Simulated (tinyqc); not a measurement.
Arrhenius plot: admittance spectroscopy and thermally stimulated current of one trap level in a depletion layer. Computed by tinyqc, a small Python program. Command: `OMP_NUM_THREADS=1 python tinyqc.py 3114398 3114399 out.jsonl admit walk`. One thread of a shared host (Intel(R) Xeon(R) Processor @ 2.30GHz), about 0.01 s of CPU time with the checks.

A Schottky junction on n-type material holds one donor-like electron trap; shallow donors are fully ionised and abrupt depletion edges are assumed.

Inputs (values chosen for the exercise, modelled on n-type GaN):

| quantity | value | unit |
|---|---|---|
| density-of-states mass m | 0.201 | m_0 |
| shallow doping N | 5e+16 | 1/cm^3 |
| trap depth E_t below the band | 0.299 | eV |
| capture cross section sigma | 9.8e-17 | cm^2 |
| test frequency f | 500000 | Hz |

Constants: k_B = 1.380649e-23 J/K; m_0 = 9.1093837015e-31 kg; h = 6.62607015e-34 J s; k_B = 8.617333262e-05 eV/K.

Method:
- N_c = 2 (2 pi m k_B T/h^2)^(3/2), v_th = sqrt(3 k_B T/m), emission rate e_n = sigma v_th N_c exp(-E_t/(k_B T)).
- Where the level crosses the Fermi level capture equals emission, so the trap follows the signal with the rate 2 e_n; G/omega peaks at omega = 2 e_n (the correction for large N_t/N is left out).
- Solve 2 e_n(T_p) = 2 pi f.
- T_p for 0.1, 0.3, 1, 3 and 10 f; least-squares lines of ln(e_n/T^2) and of ln(e_n) against 1/(k_B T), e_n = pi f; sigma = exp(intercept)/(v_th N_c/T^2).

peak temperature T_p = 395.902 K

Peaks:

| f (Hz) | T_p (K) | 1/(k_B T) (1/eV) | ln(e_n/T^2) | ln(e_n) |
|---|---|---|---|---|
| 5.00e+04 | 325.11 | 35.695 | 0.3962 | 11.965 |
| 1.50e+05 | 355.72 | 32.622 | 1.3148 | 13.063 |
| 5.00e+05 | 395.90 | 29.312 | 2.3048 | 14.267 |
| 1.50e+06 | 440.40 | 26.350 | 3.1903 | 15.366 |
| 5.00e+06 | 500.62 | 23.180 | 4.1380 | 16.570 |

depth from e_n/T^2 = 0.299 eV

cross section from the intercept = 9.80e-17 cm^2

depth without the T^2 = 0.36779 eV

Leaving out T^2 adds 69 meV, near 2 k_B T_p = 68 meV.

Extremes, crossings and ranges named in words are read from the listed rows.
